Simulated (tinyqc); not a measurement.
Inside a calculation. Model: resistance of a source-drain extension with a graded tip.

Computed by the program tinyqc: `OMP_NUM_THREADS=1 python tinyqc.py 2282274 2282275 out.jsonl`, one thread of a shared Intel Xeon 2.30GHz, about 0.03 s for the whole run. Printed values are rounded.

y runs along the channel, the gate covers y > 0. The doping is N0 for y < y0 and N0 10^(-(y - y0)/la) beyond, uniform over the depth xj. Sheet conductance s(y) = q mu(N) max(N - Nch, 0) xj + (for y > 0) ma Cox Vo, with mu(N) = u0 + (u1 - u0)/(1 + (N/Nr)^au) and Cox = eps0 eox/tox. Current is taken as one-dimensional; depletion of the tip, spreading and the contact are left out. The metallurgical junction lies at yj, where N = Nch.

Values chosen for this exercise; mobility law close to that of electrons in silicon:
- eox = 3.9 (relative permittivity of the gate insulator (close to silicon dioxide))
- tox = 1.4 nm (insulator thickness)
- N0 = 5.9e19 cm^-3 (active doping of the extension far from the gate)
- la = 5.1 nm/decade (lateral abruptness)
- y0 = 3.6 nm (position under the gate where the fall begins (gate edge at 0))
- xj = 19 nm (depth of the extension)
- Nch = 1.4e18 cm^-3 (channel doping)
- Vo = 0.74 V (gate overdrive)
- ma = 170 cm^2/(V s) (mobility of the gate-induced layer)
- u1 = 1414 cm^2/(V s) (mobility at low doping)
- u0 = 68.5 cm^2/(V s) (mobility at high doping)
- Nr = 9.2e16 cm^-3 (reference doping)
- au = 0.711 (exponent)
- Lg = 90 nm (gate length)

Constants: q = 1.602176634e-19 C, eps0 = 8.8541878128e-14 F/cm where lengths are in cm. Results are converted to the units shown.

## Sheet resistances and junction position

yj = y0 + la log10(N0/Nch); sheet resistance of the full extension 1/[q mu(N0)(N0 - Nch) xj] and of the gate-induced layer 1/(ma Cox Vo); metallurgical length Lg - 2 yj; ye is where the doped and the gate-induced conductances are equal.

yj = 11.88609 nm
sheet resistance of the extension = 695.9348 ohm/square
sheet resistance of the induced layer = 3222.805 ohm/square
metallurgical length = 66.22782 nm
ye = 7.452189 nm
N at ye = 1.036384e19 cm^-3

The gate takes over 4.43 nm before the junction, where N is still 7.40 times the channel doping.

## Resistance of the overlapped part

Midpoint rule on 11 equal steps from 0 to yj: R_ov = sum h/s(y), per width.

```
point     y (nm)    N (cm^-3)  doped conductance (uS)  sheet resistance (ohm/square)
0      0.5402769       5.9e19                1436.916                       572.3427
1       1.620831       5.9e19                1436.916                       572.3427
2       2.701385       5.9e19                1436.916                       572.3427
3       3.781938  5.434728e19                1333.747                       608.2594
4       4.862492  3.336603e19                861.8621                       853.1326
5       5.943046  2.048478e19                561.8910                       1146.553
6       7.023600  1.257645e19                367.6888                       1474.975
7       8.104154  7.721196e18                238.2328                       1823.083
8       9.184708  4.740360e18                147.8755                       2182.624
9       10.26526  2.910302e18                80.36554                       2559.808
10      11.34582  1.786754e18                25.20731                       2980.661
```

R_ov = 16.582 ohm um

The exact integral is 16.609 ohm um; the coarse sum is 0.16 % below it.
